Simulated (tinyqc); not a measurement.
From results back to parameters: three-band tight binding of a dichalcogenide monolayer. Five cases, with inputs chosen for the exercise.

Problem. In the three-band model the dz2 level is e1 + 6 t0 at Gamma and e1 - 3 t0 at K; without spin-orbit coupling the other levels are e2 + 3 s at Gamma (twofold) and e2 - 3s/2 -/+ 3 sqrt3 t12 at K, s = t11 + t22, t12 > 0. The levels below come from hidden values.

Case 1.

dz2 levels (eV): Gamma -0.0350, K 1.5940

other levels (eV): Gamma 2.94300, K lower -0.04871, K upper 3.43271

Case 2.

dz2 levels (eV): Gamma -0.1050, K 1.7490

other levels (eV): Gamma 2.91500, K lower -0.06652, K upper 3.93452

Case 3.

dz2 levels (eV): Gamma -0.4320, K 1.1160

other levels (eV): Gamma 3.37800, K lower 0.03842, K upper 2.53258

Case 4.

dz2 levels (eV): Gamma -0.0930, K 1.7610

other levels (eV): Gamma 2.93700, K lower -0.04275, K upper 3.86475

Case 5.

dz2 levels (eV): Gamma -0.1430, K 1.7470

other levels (eV): Gamma 2.95300, K lower -0.06870, K upper 3.99470

Find: e1, t0, e2, t11 + t22, t12.

Solution. The dz2 levels differ by 9 t0. The level at Gamma lies 9s/2 above the mean of the two at K, whose splitting is 6 sqrt3 t12. t1, t2 and t11 - t22 need masses or other points.

Case 1.

e1, t0, e2, t11 + t22, t12 (eV): 1.051  -0.181  2.109  0.278  0.335

Case 2.

e1, t0, e2, t11 + t22, t12 (eV): 1.131  -0.206  2.261  0.218  0.385

Case 3.

e1, t0, e2, t11 + t22, t12 (eV): 0.600  -0.172  1.983  0.465  0.240

Case 4.

e1, t0, e2, t11 + t22, t12 (eV): 1.143  -0.206  2.253  0.228  0.376

Case 5.

e1, t0, e2, t11 + t22, t12 (eV): 1.117  -0.210  2.293  0.220  0.391

Computed by tinyqc, one run a case: `OMP_NUM_THREADS=1 python tinyqc.py N N+1 out.jsonl` with N = 1480898, 1480938, 1481004, 1481048, 1481127; one thread of a shared Intel(R) Xeon(R) Processor @ 2.30GHz, about 0.02 s a run at most.
